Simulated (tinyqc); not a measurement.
Complex band structure along [001] in sp3s* tight binding: sweeps and comparisons. A value that a table varies takes the place of the one given here.

For k = (0, 0, kz) the phase sums are g0 = cos(phi) and g3 = i sin(phi), phi = kz a/4, and the s, pz, s* orbitals of anion (a) and cation (c) decouple from px, py. With z = exp(i phi), H(z) = H0 + z T + T^T/z for any complex z. H0 is diagonal (Esa, Epa, Exa, Esc, Epc, Exc). The anion-cation block is B(z) = z U + W/z and the cation-anion block z W^T + U^T/z, where U has Vss/2 (s,s), Vsapc/2 (s,z), -Vscpa/2 (z,s), Vxx/2 (z,z), Vxapc/2 (s*,z), -Vpaxc/2 (z,s*), and W has the same values with the s-z and s*-z signs reversed. |z| = 1 is a band state, |z| < 1 decays along [001] as exp(-kappa d) over a distance d, kappa = -(4/a) ln|z|. No spin-orbit coupling.

Constants: hbar^2/2m0 = 3.80998211 eV angstrom^2.

Inputs chosen for the exercise (out of a larger set: near a published set for InP, fitted to gaps, whose masses and valley positions are rough (light masses up to twice too heavy); not measured data): p = (-8.508, 0.878, -1.474, 4.042, 8.251, 7.028, -5.379, 1.884, 4.2, 2.232, 5.583, 3.462, 4.448) eV (order Esa, Epa, Esc, Epc, Exa, Exc, Vss, Vxx, Vxy, Vsapc, Vscpa, Vxapc, Vpaxc); a = 5.872 angstrom (lattice constant); dE = 0.28 eV (E - Ev).

## Decay across the direct gap

Ev = -0.00012 eV
EG (direct gap) = 1.43585 eV

masses of this model, from the curvature at Gamma (m0): m_lh 0.09635, m_e 0.12528

kappa of the imaginary branch at Gamma against three formulas: parabolic from the valence edge, sqrt(m_lh E/c); parabolic from the conduction edge, sqrt(m_e (EG - E)/c); two-band (Franz), sqrt(m E (1 - E/EG)/c) with m = 2 m_lh m_e/(m_lh + m_e). E from Ev; c = hbar^2/2m0.

kappa (1/angstrom):
```
E/EG  E (eV)  tight binding  parabolic, valence  parabolic, conduction  two-band
0.05  0.0718         0.0417              0.0426                 0.2118    0.0442
0.15  0.2154         0.0690              0.0738                 0.2003    0.0723
0.25  0.3590         0.0844              0.0953                 0.1882    0.0877
0.35  0.5025         0.0940              0.1127                 0.1752    0.0966
0.50  0.7179         0.1003              0.1347                 0.1536    0.1013
0.65  0.9333         0.0976              0.1536                 0.1285    0.0966
0.75  1.0769         0.0900              0.1650                 0.1086    0.0877
0.85  1.2205         0.0754              0.1757                 0.0842    0.0723
0.95  1.3641         0.0469              0.1857                 0.0486    0.0442
```

The branch joins the light-hole and conduction bands and peaks, among these rows, at E/EG = 0.50 with kappa = 0.1003 1/angstrom. At mid-gap the parabola from the conduction edge is +53 % off and the two-band form +1.0 %; over 5 nm the parabola would misstate exp(-2 kappa d) by a factor 207.

## Band-to-band tunnelling in a uniform field

WKB at zero transverse momentum: T = exp(-2 I/(eF)), I = integral of kappa dE across the direct gap (8 Gauss-Legendre points in theta, E = EG sin^2 theta, 0 to pi/2); 1 MV/cm = 0.01 V/angstrom. The two-band form gives I = (pi/8) sqrt(m/c) EG^(3/2) with m = 2 m_lh m_e/(m_lh + m_e).

Tunnelling:
```
F (MV/cm)  path EG/eF (angstrom)  exponent 2I/eF  T, tight binding  T, two-band
0.50                       287.2          45.429          1.86e-20     1.43e-20
0.75                       191.4          30.286          7.03e-14     5.88e-14
1.00                       143.6          22.714          1.37e-10     1.19e-10
1.50                        95.7          15.143          2.65e-07     2.43e-07
2.00                        71.8          11.357          1.17e-05     1.09e-05
3.00                        47.9           7.571          0.000515     0.000492
4.00                        35.9           5.679           0.00342      0.00331
```

I, tight binding = 0.113572 eV/angstrom
I, two-band = 0.114242 eV/angstrom

The two-band integral is +0.59 % from the tight-binding one, which makes the two-band T 0.7651 times the other at 0.5 MV/cm and 0.9671 times at 4 MV/cm. Doubling the field from 1 to 2 MV/cm halves the exponent and raises T by a factor 8.56e+04.

## Energy and lattice constant

The slowest root of the s-pz block and the heavy-hole branch, sinh^2(kappa a/4) = ((E - Epa)(E - Epc) - Vxx^2)/(Vxx^2 - Vxy^2), at E = Ev + dE with Ev the lower root of [[Epa, Vxx], [Vxx, Epc]]; the couplings are kept when a changes. Each row changes one parameter from the base and keeps the others.

Results:
```
case                slowest kappa (1/angstrom)  heavy-hole kappa (1/angstrom)
base                                    0.0768                         0.2038
dE = 0.25 eV                            0.0734                         0.1935
a = 6.048 angstrom                      0.0746                         0.1979
```

The largest shifts from the base row, up to three for each result and ties (the steps differ in size, so this ranks the rows, not the parameters). slowest kappa (1/angstrom): dE -0.0034, a -0.0022. heavy-hole kappa (1/angstrom): dE -0.0103, a -0.0059. With the couplings fixed, kappa a stays, so kappa scales as 1/a.

tinyqc: `OMP_NUM_THREADS=1 python tinyqc.py 1480364 1480365 out.jsonl`; about 0.01 s, one thread, shared Intel(R) Xeon(R) Processor @ 2.30GHz.
